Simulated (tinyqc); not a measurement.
Inside a calculation: complex band structure along [001] in sp3s* tight binding. Values are carried at full precision from step to step, so a last printed digit may differ when a step is redone from the rounded ones.

For k = (0, 0, kz) the phase sums are g0 = cos(phi) and g3 = i sin(phi), phi = kz a/4, and the s, pz, s* orbitals of anion (a) and cation (c) decouple from px, py. With z = exp(i phi), H(z) = H0 + z T + T^T/z for any complex z. H0 is diagonal (Esa, Epa, Exa, Esc, Epc, Exc). The anion-cation block is B(z) = z U + W/z and the cation-anion block z W^T + U^T/z, where U has Vss/2 (s,s), Vsapc/2 (s,z), -Vscpa/2 (z,s), Vxx/2 (z,z), Vxapc/2 (s*,z), -Vpaxc/2 (z,s*), and W has the same values with the s-z and s*-z signs reversed. |z| = 1 is a band state, |z| < 1 decays along [001] as exp(-kappa d) over a distance d, kappa = -(4/a) ln|z|. No spin-orbit coupling.

Constants: hbar^2/2m0 = 3.80998211 eV angstrom^2.

Parameters, chosen for this exercise (out of a larger set: near a published set for InAs, fitted to gaps, whose masses and valley positions are rough (light masses up to twice too heavy); not measured data): p = (-9.555, 0.911, -2.727, 3.731, 7.429, 6.752, -5.586, 1.839, 4.47, 3.041, 5.435, 3.368, 3.909) eV (order Esa, Epa, Esc, Epc, Exa, Exc, Vss, Vxx, Vxy, Vsapc, Vscpa, Vxapc, Vpaxc); dE = 0.19 eV (E - Ev); a = 6.054 angstrom (lattice constant).

## The layer matrices

Parameters in the order Esa, Epa, Esc, Epc, Exa, Exc, Vss, Vxx, Vxy, Vsapc, Vscpa, Vxapc, Vpaxc. Form H0 and T.

diagonal of H0 (eV): sa -9.5550, za 0.9110, s*a 7.4290, sc -2.7270, zc 3.7310, s*c 6.7520

T (eV):
```
          sa      za      s*a       sc      zc      s*c
sa    0.0000  0.0000   0.0000  -2.7930  1.5205   0.0000
za    0.0000  0.0000   0.0000  -2.7175  0.9195  -1.9545
s*a   0.0000  0.0000   0.0000   0.0000  1.6840   0.0000
sc   -2.7930  2.7175   0.0000   0.0000  0.0000   0.0000
zc   -1.5205  0.9195  -1.6840   0.0000  0.0000   0.0000
s*c   0.0000  1.9545   0.0000   0.0000  0.0000   0.0000
```

## Edges at Gamma

At z = 1 the levels follow from the blocks [[Esa, Vss], [Vss, Esc]] and [[Epa, Vxx], [Vxx, Epc]]: Ev is the lower p root, and the direct gap ends at the lower of the upper roots.

Ev = 0.0037 eV
EG (direct gap) = 0.4020 eV

## Complex wave vectors at one energy in the gap

Solve det(H0 - E + z T + T^T/z) = 0 with E = Ev + dE, as the linear problem [[0, 1], [-T^T, E - H0]] x = z [[1, 0], [0, T]] x. Roots come as z, -z, 1/z and conjugates; list those with 0 < |z| < 1 and Re z, Im z >= 0, by falling |z|. Re kz = arg(z)/(pi/2) in units of 2 pi/a, kappa = -(4/a) ln|z|.

Decaying roots:

| Re z | Im z | \|z\| | Re kz (2 pi/a) | kappa (1/angstrom) |
|---|---|---|---|---|
| 0.9598 | 0.0000 | 0.9598 | 0.0000 | 0.0271 |
| 0.0304 | 0.2893 | 0.2909 | 0.9334 | 0.8160 |

The slowest root has kappa = 0.0271 1/angstrom at Re kz = 0.000: a purely imaginary k at Gamma. The probability falls by exp(-2 kappa d), a factor 1.72 over 1 nm.

## The px, py block

For px and py the determinant gives (E - Epa)(E - Epc) = Vxx^2 cos^2(phi) + Vxy^2 sin^2(phi). With phi = i kappa a/4 this is sinh^2(kappa a/4) = ((E - Epa)(E - Epc) - Vxx^2)/(Vxx^2 - Vxy^2), E = Ev + dE. Parameters in the order Esa, Epa, Esc, Epc, Exa, Exc, Vss, Vxx, Vxy, Vsapc, Vscpa, Vxapc, Vpaxc.

sinh^2(kappa a/4) = 0.05088
kappa of the heavy-hole branch = 0.1478 1/angstrom

This branch decays faster than the slowest root of the s-pz block (0.0271), by a factor 5.45 in kappa.

## Band-edge masses of the same block

From the real bands: m/m0 = c h^2/|E(h) - E(0)| with kz = h = 0.001 1/angstrom for level 2 (light hole) and level 3 (electron) of the 6 x 6 matrix; c = hbar^2/2m0.

masses of this model, from the curvature at Gamma (m0): m_lh 0.0272, m_e 0.0290

These are masses of the nearest-neighbour model without spin-orbit coupling, which is fitted to gaps and often gives the electron too heavy.

## Checks

- Largest distance of a level of the 6 x 6 block at kz = 0.37 (2 pi/a) from a level of the full matrix, against zero (eV): both 0.000000.
- Kappa 0.1 meV above Ev against sqrt(m_lh E/c): 0.0008443 against 0.0008445.

Program tinyqc; command `OMP_NUM_THREADS=1 python tinyqc.py 1450458 1450459 out.jsonl`; about 0.01 s on one thread of a shared Intel(R) Xeon(R) Processor @ 2.30GHz.
